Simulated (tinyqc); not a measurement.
# Permittivity and interlayer from two capacitances

Inverse problem. A two-layer stack has Cox = eps0/(t1/e1 + t2/e2) and EOT = 3.9 eps0/Cox. Find e2, the EOT of layer 1 and, with e1 given, t1.

Values chosen for this exercise: relative permittivity of layer 1 e1 = 3.83.

Constants: eps0 = 8.8541878128e-14 F/cm where lengths are in cm. Results are converted to the units shown.

Cox at t2 = 2.1 and 7.7 nm (uF/cm^2): 2.5828708  0.90492401

Solution. EOT is linear in t2 with slope 3.9/e2, and its intercept is the EOT of layer 1.

e2 = 8.81
EOT of layer 1 = 0.407 nm
t1 = 0.400 nm

Computed by the program tinyqc: `OMP_NUM_THREADS=1 python tinyqc.py 2010098 2010099 out.jsonl`, one thread of a shared Intel Xeon 2.30GHz, about 0.01 s for the whole run.
